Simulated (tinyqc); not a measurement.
Inside a calculation. Method: plane-wave Kohn-Sham cycle with exchange-only LDA in a layered model solid. Computed by tinyqc, a small Python program that keeps every step. Settings: points = 16, plane-wave index or count = 3, electrons = 4, k points = 3, area = 31.0, mixing = 0.1, iteration cap = 69. Command: `OMP_NUM_THREADS=1 python tinyqc.py 20878 20879 out.jsonl` (the two numbers bound the seeds that draw the settings). One thread of a shared host (Intel(R) Xeon(R) Processor @ 2.60GHz), about 0.03 s of CPU time with the checks.

A solid whose potential varies along x alone (atomic units):
```
parameter                      value
period a                   15.200000
cross-section of the cell  31.000000
electrons per cell                 4
grid points                       16
plane waves -n..n, n               3
k points                           3
V1 in V1 cos(2 pi x/a)     -0.710000
V2 in V2 cos(4 pi x/a)     -0.030000
```

Stop when sqrt(dV sum R^2) is below 1e-8, dV = a A/N.

Course of the cycle:
```
iteration  E (hartree)  norm of the residual
1           -2.1332132              2.09e-01
2           -1.8951119              1.83e-01
3           -1.7100002              1.60e-01
4           -1.5681231              1.38e-01
5           -1.4610847              1.18e-01
6           -1.3817534              1.01e-01
7           -1.3241232              8.52e-02
8           -1.2831828              7.15e-02
9           -1.2548022              5.96e-02
10          -1.2356362              4.95e-02
11          -1.2230368              4.12e-02
...                ...                   ...
59          -1.2020812              1.80e-04
60          -1.2020813              1.63e-04
61          -1.2020813              1.47e-04
62          -1.2020813              1.33e-04
63          -1.2020813              1.20e-04
64          -1.2020813              1.08e-04
65          -1.2020813              9.78e-05
66          -1.2020813              8.83e-05
67          -1.2020813              7.98e-05
68          -1.2020813              7.21e-05
69          -1.2020813              6.51e-05
```

Can the last value be used, and what does the course show?

Not by the stop rule, although the second column moves by less than 1e-07 over the last three steps. Not converged within 69 iterations: the residual falls steadily but slowly, by a factor of about 0.90 a step. Reruns (cap 100 unless said): mixing 0.5, Kerker q0 1.0: not converged; mixing 0.3, Pulay depth 5: converged in 17 (E = -1.20208); the original settings with a cap of 400: converged in 156 (E = -1.20208).
